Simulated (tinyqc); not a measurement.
Implant damage, amorphisation by cascade overlap, and solid-phase epitaxial regrowth: one step, computed by the program tinyqc. Command: `OMP_NUM_THREADS=1 python tinyqc.py 3112199 3112200 out.jsonl sper walk`. One thread of a shared host (Intel(R) Xeon(R) Processor @ 2.30GHz), about 0.01 s of CPU time with the checks.

Range and width of the damage are inputs. Dynamic annealing enters only through the surviving share f.

Task: Damage energy and displacements per ion. Robinson partition: eps = E a M2/(Z1 Z2 (e^2/(4 pi eps_0)) (M1 + M2)), a = 0.8853 a_0/sqrt(Z1^(2/3) + Z2^(2/3)); k = 0.0793 Z1^(2/3) Z2^(1/2) (M1 + M2)^(3/2)/((Z1^(2/3) + Z2^(2/3))^(3/4) M1^(3/2) M2^(1/2)); damage energy T_d = E/(1 + k (eps + 0.40244 eps^(3/4) + 3.4008 eps^(1/6))); displacements nu = 0.8 T_d/(2 E_d).

Inputs (values chosen for the exercise, modelled on arsenic ions in silicon):
```
quantity,value,unit
ion Z1,33,-
ion mass M1,74.9,u
target Z2,14,-
target mass M2,28.09,u
ion energy E,24,keV
displacement energy E_d,16,eV
```

Constants: a_0 = 0.529177210903 angstrom; e^2/(4 pi eps_0) = 14.39964548 eV angstrom.

Give: reduced energy eps; k; damage energy T_d; T_d/E; displacements per ion nu.

Result:

reduced energy eps = 0.11489

k = 0.11556

damage energy T_d = 18.512 keV

T_d/E = 0.77132

displacements per ion nu = 462.79

23 % of the energy goes to electrons.
